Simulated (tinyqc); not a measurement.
Two coupled magnetic layers: synthetic antiferromagnet, spin flop, exchange bias and magnetoresistance: one step, computed by the program tinyqc.

Moments lie in the plane at the angles p1, p2 from the field. Energy per area: E = J1 cos(p1 - p2) + J2 cos^2(p1 - p2) - B M_s (t1 cos p1 + t2 cos p2) + K (t1 cos^2 p1 + t2 cos^2 p2).

Task: Saturation field. The parallel state is stable while the Hessian at p1 = p2 = 0 is positive: with c = J1 + 2 J2 and u = B M_s - 2K, (u t1 - c)(u t2 - c) > c^2, so B_sat M_s = c (1/t1 + 1/t2) + 2K. B_K = 2K/M_s.

Inputs (values chosen for the exercise, for a model stack):
```
quantity                         value    unit
saturation magnetisation M_s      1400    kA/m
thickness t1                       3.7      nm
thickness t2                       3.7      nm
antiferromagnetic coupling J1     0.95  mJ/m^2
biquadratic coupling J2          0.013  mJ/m^2
in-plane anisotropy K             0.61  kJ/m^3
field over the saturation field   0.35       -
```

Field direction: along the hard axis.

Give: exchange field c (1/t1 + 1/t2)/M_s; B_K; saturation field B_sat; applied field B.

Result:

exchange field c (1/t1 + 1/t2)/M_s = 376.8 mT

B_K = 0.8714 mT

saturation field B_sat = 377.7 mT

applied field B = 132.2 mT
